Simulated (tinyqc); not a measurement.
Plane-wave Kohn-Sham cycle with exchange-only LDA in a layered model solid, step by step. One step of it, computed by the program tinyqc.

Task: Iteration 1: Hamiltonian at one k. H(m,m') = (k + G_m)^2/2 delta + V(G_m - G_m'), with V(-G) = V(G).

A solid whose potential varies along x alone (atomic units):

| parameter | value |
|---|---|
| period a | 4.200000 |
| cross-section of the cell | 32.000000 |
| electrons per cell | 4 |
| grid points | 16 |
| plane waves -n..n, n | 2 |
| k points | 3 |
| V1 in V1 cos(2 pi x/a) | -0.210000 |

V(G_m), m = 0, 1, 2, ... (hartree): -0.305172  -0.105000  0.000000  0.000000  0.000000

k = 0.000000 2 pi / a

Give: H.

Result:

H (hartree), lower triangle:
```
         -2       -1       +0       +1      +2
-2   4.1708
-1  -0.1050   0.8138
+0   0.0000  -0.1050  -0.3052
+1   0.0000   0.0000  -0.1050   0.8138
+2   0.0000   0.0000   0.0000  -0.1050  4.1708
```
